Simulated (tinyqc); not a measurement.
# Film and buried-oxide thickness from two coupling ratios

Problem. In a depleted film -dVT/dVb is k1 = Cs Cbox/(Cox (Cs + Cbox)) for a front channel and k2 = Cbox (Cox + Cs)/(Cox Cs) for a back channel, with Cox = eps0 eox/tox, Cs = eps0 eps_r/ts, Cbox = 3.9 eps0/tb. Find ts and tb.

Parameters, values chosen for the exercise; band and dielectric values close to those of silicon: relative permittivity eps_r = 11.5; relative permittivity of the gate insulator (close to silicon dioxide) eox = 3.9; insulator thickness tox = 1.5 nm.

coupling ratios for a front and a back channel: 0.14707136  0.40953379

Solution. With y = Cox/Cs and z = Cox/Cbox, 1/k1 = y + z and k2 = (1 + y)/z, so y = (k2/k1 - 1)/(1 + k2); the thicknesses follow from y and z.

ts = 5.600 nm
tb = 8.300 nm

tinyqc, about 0.7 s, one thread, Intel Xeon 2.30GHz (shared host): `OMP_NUM_THREADS=1 python tinyqc.py 2190124 2190125 out.jsonl`
